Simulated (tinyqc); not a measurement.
Resistance of a source-drain extension with a graded tip: two steps of the calculation.

y runs along the channel, the gate covers y > 0. The doping is N0 for y < y0 and N0 10^(-(y - y0)/la) beyond, uniform over the depth xj. Sheet conductance s(y) = q mu(N) max(N - Nch, 0) xj + (for y > 0) ma Cox Vo, with mu(N) = u0 + (u1 - u0)/(1 + (N/Nr)^au) and Cox = eps0 eox/tox. Current is taken as one-dimensional; depletion of the tip, spreading and the contact are left out. The metallurgical junction lies at yj, where N = Nch.

Values chosen for this exercise; mobility law close to that of holes in silicon: relative permittivity of the gate insulator (close to silicon dioxide) eox = 3.9; insulator thickness tox = 1 nm; active doping of the extension far from the gate N0 = 7e19 cm^-3; lateral abruptness la = 3.4 nm/decade; position under the gate where the fall begins (gate edge at 0) y0 = 4 nm; depth of the extension xj = 28 nm; channel doping Nch = 4.7e17 cm^-3; gate overdrive Vo = 0.85 V; mobility of the gate-induced layer ma = 32 cm^2/(V s); mobility at low doping u1 = 470.5 cm^2/(V s); mobility at high doping u0 = 44.9 cm^2/(V s); reference doping Nr = 2.23e17 cm^-3; exponent au = 0.719; gate length Lg = 40 nm.

Constants: q = 1.602176634e-19 C, eps0 = 8.8541878128e-14 F/cm where lengths are in cm. Results are converted to the units shown.

Task 1. Sheet resistances and junction position. yj = y0 + la log10(N0/Nch); sheet resistance of the full extension 1/[q mu(N0)(N0 - Nch) xj] and of the gate-induced layer 1/(ma Cox Vo); metallurgical length Lg - 2 yj; ye is where the doped and the gate-induced conductances are equal.

Give: yj; sheet resistance of the extension; sheet resistance of the induced layer; metallurgical length; ye; N at ye.

Result 1.

yj = 11.388 nm
sheet resistance of the extension = 621.16 ohm/square
sheet resistance of the induced layer = 10647 ohm/square
metallurgical length = 17.224 nm
ye = 9.0065 nm
N at ye = 2.3583e18 cm^-3

The gate takes over 2.38 nm before the junction, where N is still 5.02 times the channel doping.

Task 2. Resistance of the overlapped part. Midpoint rule on 8 equal steps from 0 to yj: R_ov = sum h/s(y), per width.

Give: y; N; doped conductance; sheet resistance; R_ov.

Result 2.

| point | y (nm) | N (cm^-3) | doped conductance (uS) | sheet resistance (ohm/square) |
|---|---|---|---|---|
| 0 | 0.71176 | 7.0000e19 | 1609.9 | 586.92 |
| 1 | 2.1353 | 7.0000e19 | 1609.9 | 586.92 |
| 2 | 3.5588 | 7.0000e19 | 1609.9 | 586.92 |
| 3 | 4.9823 | 3.5989e19 | 886.37 | 1020.1 |
| 4 | 6.4059 | 1.3724e19 | 391.40 | 2060.5 |
| 5 | 7.8294 | 5.2337e18 | 181.20 | 3634.7 |
| 6 | 9.2529 | 1.9958e18 | 80.665 | 5727.7 |
| 7 | 10.676 | 7.6110e17 | 22.127 | 8616.8 |

R_ov = 32.486 ohm um

Computed by the program tinyqc: `OMP_NUM_THREADS=1 python tinyqc.py 2282289 2282290 out.jsonl`, one thread of a shared Intel Xeon 2.30GHz, about 0.03 s for the whole run.
